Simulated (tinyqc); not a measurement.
Inside a calculation. Model: Heisenberg magnet: exchange from energy differences, ordering vector, linear spin waves and ordering temperature. Computed by tinyqc, a small Python program that keeps every step. Command: `OMP_NUM_THREADS=1 python tinyqc.py 3028556 3028557 out.jsonl magnon walk`. One thread of a shared host (Intel(R) Xeon(R) Processor @ 2.30GHz), about 0.2 s of CPU time with the checks. Intermediate numbers are printed to about 6 digits and carried at full precision; extremes and crossings named in words are read from the listed rows.

H = -sum over pairs <ij> J_ij S_i.S_j - K sum_i (S_i^z)^2, each pair once, J > 0 ferromagnetic. First neighbours: 12 at a (0.5, 0.5, 0), second: 6 at a (1, 0, 0), with all permutations and signs.

Inputs (values chosen for the exercise, for a model magnet):
```
quantity                 value      unit
exchange J1               12.6       meV
exchange J2                3.1       meV
spin S                       1         -
single-ion anisotropy K   0.14       meV
lattice constant a        4.45  angstrom
mesh divisions n            20         -
temperature T              420         K
```

Lattice: fcc. Order: ferromagnetic.

wave vector q (2 pi/a): 0.3  0.13  0.12

Constants: h x 1 THz = 4.135667696 meV; k_B = 8.617333262e-05 eV/K.

## Energies of ordered states

J(q) = J1 g1(q) + J2 g2(q), g_s(q) = sum over shell s of cos(q.R). A classical spiral or collinear state of wave vector Q has the exchange energy -(S^2/2) J(Q) per site.

States, Q in 2 pi/a:
```
Q                  g1  g2  energy (meV/site)
G (0, 0, 0)        12   6              -84.9
X (1, 0, 0)        -4   6               15.9
L (0.5, 0.5, 0.5)   0  -6                9.3
W (1, 0.5, 0)      -4   2               22.1
```

The lowest of these is G (0, 0, 0), 94.200 meV per site below L (0.5, 0.5, 0.5).

## Back from energy differences to J1 and J2

Subtract the first row of the table from the second and third: dE = -(S^2/2)(dg1 J1 + dg2 J2), two equations for two unknowns, as in mapping total energies onto a spin model.

coefficients:
```
   J1  J2
1   8   0
2   6   6
```

energy differences (meV/site): 100.8  94.2

J1, J2 (meV): 12.6  3.1

## Magnon energy at q

g_s(q) = sum over shell s of cos(q.R), z1 = g1(0). E(q) = S [J(0) - J(q)] + (2S - 1) K, J(q) = J1 g1 + J2 g2. The factor 2S - 1 removes the anisotropy for S = 1/2.

g1(q) = 7.75703

g2(q) = 2.20900

E(q) = 65.3535 meV

frequency = 15.8024 THz

## Long waves and the gap

sum R_x^2 over the shells is s1 = 2 a^2 and s2 = 2 a^2. E = gap + D q^2 with D = (S/2)(J1 s1 + J2 s2) and gap = (2S - 1) K.

stiffness D = 310.899 meV angstrom^2

gap = 0.14 meV

## Dispersion

The formulas are those given above.

Energies (meV); X = (1, 0, 0), L = (0.5, 0.5, 0.5) in 2 pi/a:
```
line  fraction of the way     E(q)  gap + D q^2
G-X                  0.10    6.258        6.338
G-X                  0.25   35.864       38.878
G-X                  0.50  113.340      155.093
G-X                  0.75  178.416      348.784
G-X                  1.00  201.740      619.951
G-L                  0.10    4.750        4.789
G-L                  0.25   27.731       29.194
G-L                  0.50   94.340      116.355
G-L                  0.75  160.949      261.623
G-L                  1.00  188.540      464.998
```

At the end of the G-X rows the long-wave form is 3.07 times the true energy. At the end of the G-L rows the long-wave form is 2.47 times the true energy. It holds to 5 % in 2 of the ten rows; nearer the zone boundary the cosine flattens the band.

## Loss of moment

Mesh: q = sum_i (m_i + 1/2)/n b_i, m_i = 0..n-1, b = [[-1, 1, 1], [1, -1, 1], [1, 1, -1]] in 2 pi/a; <..> is the mean over the mesh. n = 1/(exp(E/(k_B T)) - 1); no zero-point loss; thermal loss <n>; moment = S less the losses.

zero-point loss = 0

thermal loss = 0.0586412

moment <S^z> = 0.941359

The thermal loss is 5.86 % of S.

## Ordering temperature

K left out. Mean field: k_B T = S (S + 1) J(Q)/3 at the ordering vector Q; random-phase (Tyablikov): k_B T = [S (S + 1)/3] / <1/(J(Q) - J(q))>; Curie-Weiss theta = S (S + 1) J(0)/(3 k_B).

mean-field ordering temperature = 1313.63 K

random-phase ordering temperature = 1028.96 K

Curie-Weiss temperature = 1313.63 K

The random-phase value is 0.78 of mean field, since it weights the soft long waves (a harmonic mean of J(Q) - J(q) in place of the arithmetic one); on this mesh it lies slightly high.

Checks made by the program: the long-wave formula against the dispersion (relative difference 1e-06).
